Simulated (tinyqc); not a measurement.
Comparisons within one model: three-band (Emery) model of a CuO2 plane downfolded to one band. A value that a table varies takes the place of the one given here.

Electron picture, d at 0 and the oxygen p orbitals at -D; sx = sin(kx a/2), sy = sin(ky a/2). H = [[0, 2 tpd sx, -2 tpd sy], [., -D, -4 tpp sx sy], [., ., -D]], real and symmetric. The top (antibonding) band crosses the Fermi level.

One-band form E = e0 - 2t (cos kx + cos ky) - 4t' cos kx cos ky - 2t'' (cos 2kx + cos 2ky) - 4t''' (cos 2kx cos ky + cos kx cos 2ky), k in 1/a. Each hopping is minus the mean of E cos(m kx) cos(n ky) over a 12 x 12 mesh, k = (j + 1/2) 2 pi/12.

Inputs chosen for the exercise (out of a larger set: of the size used for cuprate planes; not measured data): D = 2.9 eV (ed - ep); tpd = 1.24 eV (d-p hopping); tpp = 0.57 eV (p-p hopping).

## Ways to reach one band

e0, t, t', t'', t''' (eV): 1.63645  0.39793  -0.02298  0.02961  -0.00069

k in pi/a. Second order: 4 tpd^2 (sx^2 + sy^2)/D. Downfolded at a fixed energy: h(E0) = V (E0 - H_pp)^-1 V^T at E0 = the exact level at (1/2,1/2), then linearised, E = E0 + Z (h(E0) - E0), Z = 1/(1 + |(E0 - H_pp)^-1 V^T|^2). Fourier: all four hoppings.

Top band (eV):
```
k           exact  second order  linearised  Fourier
(0,0)      0.0000        0.0000      0.0000   0.0237
(1/2,0)    0.8255        1.0604      0.7968   0.8378
(1,0)      1.4228        2.1208      1.4173   1.4261
(1,1/2)    2.4412        3.1812      2.3784   2.4350
(1,1)      3.2109        4.2417      2.8294   3.1962
(3/4,3/4)  2.7982        3.6205      2.6262   2.8079
(1/2,1/2)  1.7515        2.1208      1.7515   1.7549
(1/4,1/4)  0.5737        0.6212      0.5348   0.5569
```

The band is 3.211 eV wide; second order gives 4.242, a factor 1.32, since 2 tpd/D = 0.86 is not small. It also leaves out tpp, which widens the exact band and so lowers this factor. Linearising about the Fermi region is exact at (1/2,1/2), off by 5.5 meV at (1,0) and 382 meV at worst, far from E0. The four Fourier hoppings err by at most 24 meV, at (0,0).

## What sets t'/t

tpp is varied; points are in units of pi/a. E(1,0) is the saddle point; the filling is the share of a 40 x 40 mesh, k = (j + 1/2) 2 pi/40, below the saddle energy, times two.

One-band values:
```
tpp (eV)  t (eV)  t' (eV)  t'' (eV)    t'/t  E(1,0) - E(1/2,1/2) (eV)  electrons at the saddle
0.05      0.2891   0.0254    0.0166   0.088                   -0.0251                    0.950
0.20      0.3167   0.0131    0.0202   0.041                   -0.1044                    0.925
0.35      0.3473  -0.0005    0.0240  -0.001                   -0.1902                    0.885
0.50      0.3810  -0.0155    0.0278  -0.041                   -0.2829                    0.835
0.65      0.4181  -0.0320    0.0317  -0.076                   -0.3831                    0.825
0.80      0.4586  -0.0500    0.0359  -0.109                   -0.4910                    0.770
```

t'/t goes from 0.088 to -0.109. With tpp = 0 the band depends on sx^2 + sy^2 alone and the line through the saddle is a nested square, whatever t' says: terms in (cos kx + cos ky)^2 bring t' and t'' in the ratio two to one, higher powers alter it (first row: 0.0254 and 0.0166 eV), so t' - 2t'', which goes from -0.0079 to -0.1217 eV, measures the rounding. Oxygen hopping lowers the saddle against (1/2,1/2), by 0.491 eV in the last row, so the van Hove filling moves from 0.95 to 0.77 electrons (mesh values, coarse by a few hundredths; the nested square holds exactly 1) and the half-filled Fermi line closes around (1,1).

## What each parameter does

Top band at (1,1), (1,0) and (1/2,1/2) in pi/a, and its d weight at (1/2,1/2). Each row changes one parameter from the base and keeps the others.

Results:
```
case            E(1,1) (eV)  E(1,0) (eV)  E(1/2,1/2) (eV)  d weight
base                 3.2109       1.4228           1.7515    0.6672
D = 2.61 eV          3.3461       1.4974           1.8516    0.6421
tpd = 1.116 eV       2.8617       1.2116           1.5192    0.6834
tpp = 0.627 eV       3.3167       1.4228           1.7900    0.6575
```

The largest shifts from the base row, up to three for each result and ties (the steps differ in size, so this ranks the rows, not the parameters). E(1,1) (eV): tpd -0.3492, D +0.1352, tpp +0.1058. E(1,0) (eV): tpd -0.2111, D +0.0746; unchanged at the printed digits by tpp. E(1/2,1/2) (eV): tpd -0.2323, D +0.1001, tpp +0.0385. d weight: D -0.0251, tpd +0.0162, tpp -0.0097. At (1,0) sy = 0, so tpp does not enter.

Computed by tinyqc, a small Python program: `OMP_NUM_THREADS=1 python tinyqc.py 1451805 1451806 out.jsonl` (the numbers bound the seed that draws the inputs); one thread of a shared host (Intel(R) Xeon(R) Processor @ 2.30GHz), about 0.03 s for the whole set of steps.
